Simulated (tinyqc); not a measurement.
Inside a calculation. Method: coupled-perturbed Hartree-Fock on RHF in the sto-6g basis, for H4, spin multiplicity 1. One step of it, computed by the program tinyqc.

Question. Iteration 1: diagonalisation and new density. Diagonalise F' = X^T F X, C = X C', fill 2 alpha and 2 beta electrons from the bottom; D = 2 C_occ C_occ^T. Each column has its largest component positive (the first on a tie).

Fock matrix F (hartree), lower triangle:
```
           1H 1s      2H 1s      3H 1s      4H 1s
1H 1s  -0.254437
2H 1s  -0.457618  -0.281722
3H 1s  -0.093699  -0.221963  -0.281722
4H 1s  -0.028584  -0.093699  -0.457618  -0.254437
```

X, lower triangle:
```
           1H 1s      2H 1s      3H 1s     4H 1s
1H 1s   1.164320
2H 1s  -0.373242   1.198806
3H 1s   0.039889  -0.172253   1.198806
4H 1s  -0.011512   0.039889  -0.373242  1.164320
```

Give: F' = X^T F X; orbital energies; coefficients C; D after iteration 1.

Answer.

F' = X^T F X (hartree), lower triangle:
```
         1        2        3       4
1   0.0114
2  -0.4689   0.0382
3   0.0363  -0.2231   0.0382
4  -0.0197   0.0363  -0.4689  0.0114
```

orbital energies (hartree): MO1 -0.5381, MO2 -0.3719, MO3 0.3449, MO4 0.6644

coefficients C:
```
          MO1      MO2      MO3      MO4
1H 1s  0.3330   0.4678   0.7805  -0.7469
2H 1s  0.4132   0.3762  -0.6417   0.9400
3H 1s  0.4132  -0.3762  -0.6417  -0.9400
4H 1s  0.3330  -0.4678   0.7805   0.7469
```

D after iteration 1, lower triangle:
```
         1H 1s    2H 1s   3H 1s   4H 1s
1H 1s   0.6594
2H 1s   0.6271   0.6245
3H 1s  -0.0768   0.0583  0.6245
4H 1s  -0.2159  -0.0768  0.6271  0.6594
```
